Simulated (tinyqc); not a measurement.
Small-signal admittance of a forward-biased p+-n diode: two steps of the calculation.

Holes injected into a neutral base of width wb with an ohmic contact at its end; low injection, p0 far above the equilibrium density. A small voltage v exp(i w t), w = 2 pi f, modulates the edge density by p0 v/Vt, and the small-signal density obeys Dp d2p/dx2 = (1/tau + i w) p.

Inputs (values chosen for the exercise); permittivity close to that of gallium arsenide:

| symbol | value | unit | meaning |
|---|---|---|---|
| T | 300 | K | temperature |
| eps_r | 12.9 |  | relative permittivity |
| Nd | 7.7e15 | cm^-3 | donor density of the base |
| Dp | 4.3 | cm^2/s | hole diffusion coefficient |
| tau | 5e-7 | s | hole lifetime |
| wb | 53 | um | width of the neutral base |
| p0 | 4.9e12 | cm^-3 | excess hole density at the junction edge |
| Na | 4e18 | cm^-3 | acceptor density of the p+ side |
| f | 2.4e5 | Hz | signal frequency |

Constants: q = 1.602176634e-19 C, kB = 1.380649e-23 J/K, Vt = kB T/q, eps0 = 8.8541878128e-14 F/cm where lengths are in cm. Results are converted to the units shown.

Question 1. Closed-form admittance. L = sqrt(Dp tau); direct current J = (q Dp p0/L) coth(wb/L); k = sqrt(1 + i w tau)/L; diffusion admittance Y = (q Dp p0/Vt) k coth(k wb) = G + i w C_diff; junction capacitance C_j = sqrt(q eps0 eps_r Nd/(2 Vr)) in the depletion approximation, with the remaining barrier Vr = Vt ln(Na/p0), a rough value under forward bias; base-width modulation is left out.

Wanted: L; J; k wb; Y; C_diff; C_j.

Answer 1.

L = 14.663 um
J = 0.0023056 A/cm^2
k wb = 3.8359+1.2840i
Y = 0.094450+0.031564i S/cm^2
C_diff = 0.020931 uF/cm^2
C_j = 0.044744 uF/cm^2

G is 1.06 times its low-frequency value J/Vt, and C_diff is 0.468 times C_j.

Question 2. The same by finite differences. 8 equal intervals, h = wb/8; u = small-signal density over its edge value, u_0 = 1, u_8 = 0; u_(i-1) + b u_i + u_(i+1) = 0 with b = -2 - h^2 (1/tau + i w)/Dp; Y = (q Dp p0/(Vt h)) (-b/2 - u_1), which includes the half box at the edge.

Give: b; u; Y on the mesh.

Answer 2.

b = -2.2041-0.1539i

| node | u |
|---|---|
| 1 | 0.61371-0.09619i |
| 2 | 0.36752-0.11756i |
| 3 | 0.21445-0.10636i |
| 4 | 0.12153-0.08386i |
| 5 | 0.06632-0.05978i |
| 6 | 0.03385-0.03769i |
| 7 | 0.01410-0.01808i |

Y on the mesh = 0.096257+0.034129i S/cm^2

Computed by the program tinyqc: `OMP_NUM_THREADS=1 python tinyqc.py 2890212 2890213 out.jsonl`, one thread of a shared Intel Xeon 2.30GHz, about 0.01 s for the whole run.
